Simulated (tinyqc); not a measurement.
# Schottky barrier on an n-type semiconductor, non-linear Poisson equation by Newton steps: what changes with what

One dimension, metal at x = 0, donor density C(x) = Nd, uniform. Energies are counted from the electron Fermi level of the semiconductor and the conduction-band edge is Ec = -psi, so n = Nc exp(psi/Vt); holes follow the Fermi level of the metal, at -V, so p = Nv exp((V - psi - Eg)/Vt). Ends: psi(0) = V - phiB and psi = Vt ln(Nd/Nc) deep inside. Boltzmann statistics, full ionisation, no current, no image force in the Poisson equation.

Inputs (values chosen for the exercise); band and dielectric values close to those of silicon:
```
symbol    value   unit                                      meaning
T           350      K                                  temperature
Eg         1.14     eV                                     band gap
eps_r      11.9                               relative permittivity
Nc      3.55e19  cm^-3       conduction-band density of states at T
Nv      3.31e19  cm^-3          valence-band density of states at T
Nd       9.1e17  cm^-3      donor density deep in the semiconductor
phiB        0.8     eV                               barrier height
V             0      V  bias of the metal against the semiconductor
```

Constants: q = 1.602176634e-19 C, kB = 1.380649e-23 J/K, Vt = kB T/q, eps0 = 8.8541878128e-14 F/cm where lengths are in cm. Results are converted to the units shown.

Each table varies one quantity; the others keep the values above.

## Capacitance-voltage profiling

The Poisson equation d/dx(eps0 eps_r dpsi/dx) = -q (p - n + C) is solved on a mesh of about 1000 nodes or more that ends in neutral material. C_s = q d/dV of the integral of n over x, from the linearised equation. Probed depth w = eps0 eps_r/C_s; apparent doping N_app = C_s^3/(q eps0 eps_r dC_s/dV), the derivative by central differences over +/- 0.02 V.

The same in every row: true C(w) (cm^-3) = 9.100e17.

Capacitance-voltage profiling:
```
V (V)  C_s (nF/cm^2)  w (nm)  N_app (cm^-3)  |E_0| (kV/cm)
0              341.3   30.87       9.095e17          427.2
-1             215.2   48.97       9.099e17          677.7
-2             170.0   62.00       9.100e17          857.9
-3             144.9   72.73       9.100e17           1006
-4             128.4   82.06       9.100e17           1136
-5             116.5   90.44       9.100e17           1251
-6             107.4   98.11       9.100e17           1358
-7             100.1   105.2       9.100e17           1456
-8             94.18   111.9       9.100e17           1548
```

What does the comparison show?

C_s falls from 341 to 94.2 nF/cm^2 while the probed depth goes from 30.9 to 112 nm. The apparent doping stays near 9.10e17 cm^-3. It departs most from the true doping at that depth for V = 0 V, where it is 0.058 % below it; so the doping is read well over the depths probed, the small gap being the error of the finite difference in V. For V = -1, -2, -3, -4, -5, -6, -7, -8 the field at the metal is high enough for tunnelling or breakdown, which would limit the profiling.

## Effect of the relative permittivity

First integral for uniform doping: E_0^2 = (2 q/(eps0 eps_r)) [Nd (U - Vt + Vt exp(-U/Vt)) + Vt p_0], U = Vbi - V, Vbi = phiB - Vt ln(Nc/Nd), p_0 = Nv exp((phiB - Eg)/Vt) (deep holes neglected). Image-force lowering dphi = sqrt(q E_0/(4 pi eps0 eps_r)), at x_m = sqrt(q/(16 pi eps0 eps_r E_0)). W = sqrt(2 eps0 eps_r U/(q Nd)).

The same in every row: Vbi (V) = 0.6895; p_0/Nd = 4.624e-4.

Results:
```
eps_r  W (nm)  E_0 (kV/cm)  dphi (mV)  exp(dphi/Vt)
6       22.42        601.6      120.2         53.73
8       25.88        521.0      96.84         24.80
10      28.94        466.0      81.91         15.12
14      34.24        393.8      63.65         8.250
16      36.60        368.4      57.58         6.747
18      38.83        347.3      52.71         5.741
20      40.93        329.5      48.71         5.027
```

Estimate the missing row, eps_r = 12.

Computed row:
```
eps_r  W (nm)  E_0 (kV/cm)  dphi (mV)  exp(dphi/Vt)
12      31.70        425.4      71.45         10.69
```

With this row back in the table: As eps_r goes from 6 to 20, the surface field falls from 602 to 330 kV/cm, the lowering falls from 120 to 48.7 mV and W rises from 22.4 to 40.9 nm. Over the table the lowering goes as eps_r^(-0.75); the depletion formulas give -3/4. For eps_r = 6 the field exceeds 600 kV/cm, where tunnelling through the top of the barrier adds to any current.

Numbers from tinyqc (`OMP_NUM_THREADS=1 python tinyqc.py 2020102 2020103 out.jsonl`; about 0.04 s on one thread of a shared Intel Xeon 2.30GHz).
